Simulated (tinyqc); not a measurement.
# Tunnel rates from the two plateau currents

Question. With only the 0-1 transition of a spin-degenerate level in the bias window, I = 2 q G_in G_out/(2 G_in + G_out). Find GL and GR.

Constants: q = 1.602176634e-19 C. Results are converted to the units shown.

sizes of the plateau currents for electrons entering from the left and from the right (pA): 9.7653147  18.586581

Answer. q/I(left) = 1/GR + 1/(2 GL) and q/I(right) = 1/GL + 1/(2 GR) are linear in 1/GL and 1/GR.

GL = 1.80 1/ns
GR = 0.0620 1/ns

Numbers from tinyqc (`OMP_NUM_THREADS=1 python tinyqc.py 2780016 2780017 out.jsonl`; about 0.01 s on one thread of a shared Intel Xeon 2.30GHz).
